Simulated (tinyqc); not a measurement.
Wider gaps screen less: band offset of a heterojunction with an interface dipole (two-band chains, self-consistent charge).

Sites alternate A, C. Left: A at -G1/2, C at +G1/2, hopping -t1; right: A at D - G2/2, C at D + G2/2, hopping -t2; the bonds across the two interfaces of a ring (C left to A right, C right to A left) have -sqrt(t1 t2). D is the offset of the mid-gaps, so Ev(right) - Ev(left) = D - (G2 - G1)/2 and Ec(right) - Ec(left) = D + (G2 - G1)/2. The closing bond has its sign reversed (antiperiodic ring). Half the levels are filled with two electrons each. The charge moved is q = (electrons on the left) less one a site; the mean over the two interfaces, q/2, is taken as the charge that crosses each, and its dipole opposes the offset: D = D0 - u q/2.

From here on the ring has 24 cells a side.

Parameters, chosen for this exercise (gaps near those of GaAs and AlAs; the chains and D0 are free models, so the offsets are not those of the real pair; shifted at random, so the results belong to these values and not to a real crystal): G1 = 1.38 eV (gap on the left); t1 = 1.75 eV (hopping on the left); t2 = 2.35 eV (hopping on the right); u = 8.8 eV (potential step per electron moved across).

G2 is varied. chi = (q(+0.01) - q(-0.01))/0.02 at D = 0, S = 1/(1 + u chi/2).

Against G2:

| G2 (eV) | chi (1/eV) | S |
|---|---|---|
| 0.7 | 0.51824 | 0.3049 |
| 1.1 | 0.43179 | 0.3448 |
| 1.5 | 0.37105 | 0.3798 |
| 2.3 | 0.28822 | 0.4409 |
| 3.4 | 0.21578 | 0.5130 |
| 5.5 | 0.13508 | 0.6272 |
| 7.0 | 0.10019 | 0.6940 |
| 9.0 | 0.06936 | 0.7662 |

What does the comparison show?

chi falls from 0.5182 to 0.0694 1/eV, a factor 7.5, and S rises from 0.305 to 0.766: charge crosses through the tails of states that tunnel into the other gap, and these shorten as the gap widens. u is kept fixed, though a wider gap also screens less and would raise it.

Computed by tinyqc, a small Python program: `OMP_NUM_THREADS=1 python tinyqc.py 1482217 1482218 out.jsonl` (the numbers bound the seed that draws the inputs); one thread of a shared host (Intel(R) Xeon(R) Processor @ 2.30GHz), about 0.5 s for the whole set of steps.
